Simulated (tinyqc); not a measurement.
Special k points of the square lattice, step by step. Values are carried at full precision from step to step, so a last printed digit may differ when a step is redone from the rounded ones.

Lattice vectors in units of a: a1 = (1, 0), a2 = (0, 1); reciprocal vectors b_i with a_i . b_j = 2 pi delta_ij. Mesh: k = sum_i f_i b_i with f_i = (2 j_i + shift)/(2 N), j_i = 0 .. N-1. The point group of the lattice has 8 operations; only those that map the mesh onto itself are used.

Inputs chosen for the exercise: N = 5 (points along each reciprocal vector); shift = 0 (half steps); D = 2.1 eV (half gap term); t = 1.46 eV (coupling); e0 = 1.54 eV (offset).

## Irreducible points and weights

Join points that an operation carries into one another (modulo reciprocal vectors); list each class by its first point in the order of (j1, j2, ...).

Irreducible points:
```
f1          f2  weight
0.0000  0.0000       1
0.0000  0.2000       4
0.0000  0.4000       4
0.2000  0.2000       4
0.2000  0.4000       8
0.4000  0.4000       4
```

operations that keep the mesh = 8
irreducible points = 6

The weights add up to 25 = N^2; symmetry saves a factor 4.2.

## Which stars the mesh integrates

A_m(k) = sum over the m-th star of lattice vectors R of cos(k . R), stars in order of length: m = 1: |R|^2 = 1, 4 vectors, such as (1, 0) in the basis a_i; m = 2: |R|^2 = 2, 4 vectors, such as (1, 1) in the basis a_i; m = 3: |R|^2 = 4, 4 vectors, such as (2, 0) in the basis a_i; m = 4: |R|^2 = 5, 8 vectors, such as (2, 1) in the basis a_i; m = 5: |R|^2 = 8, 4 vectors, such as (2, 2) in the basis a_i; m = 6: |R|^2 = 9, 4 vectors, such as (3, 0) in the basis a_i. The zone mean of every A_m is zero.

Lattice vectors in units of a: a1 = (1, 0), a2 = (0, 1); f are fractions of the reciprocal vectors. Evaluate the first six A_m at each irreducible point (k . R = 2 pi sum f_i n_i) and form the weighted means.

A_m at the points:
```
      m=1     m=2     m=3     m=4     m=5     m=6
1   4.000   4.000   4.000   8.000   4.000   4.000
2   2.618   1.236   0.382  -2.000  -3.236   0.382
3   0.382  -3.236   2.618  -2.000   1.236   2.618
4   1.236   0.382  -3.236  -2.000   2.618  -3.236
5  -1.000  -1.000  -1.000   3.000  -1.000  -1.000
6  -3.236   2.618   1.236  -2.000   0.382   1.236
```

weighted means: m=1 0.000, m=2 0.000, m=3 0.000, m=4 0.000, m=5 0.000, m=6 0.000

All six means vanish: the mesh is exact for functions whose Fourier series ends within these stars.

## A zone average from the irreducible points

Test function, the lower band of a two-band insulator: E(k) = -sqrt(D^2 + (e0 - t A_1(k))^2).

Lattice vectors in units of a: a1 = (1, 0), a2 = (0, 1). Evaluate E at each point and take the weighted mean; the reference uses the unshifted mesh with N = 96.

E at the points (eV): -4.7854  -3.1015  -2.3184  -2.1166  -3.6620  -6.6073

weighted mean = -3.6262 eV
reference mean = -3.6253 eV

The error is -0.95 meV with 6 points.

## Checks

- Weighted mean over irreducible points against the plain mean over the whole mesh (eV): both -3.626242.
- Reference mean against a mesh of N = 102 (eV): both -3.6253.

tinyqc: `OMP_NUM_THREADS=1 python tinyqc.py 1682676 1682677 out.jsonl`; about 0.09 s, one thread, shared Intel(R) Xeon(R) Processor @ 2.30GHz.
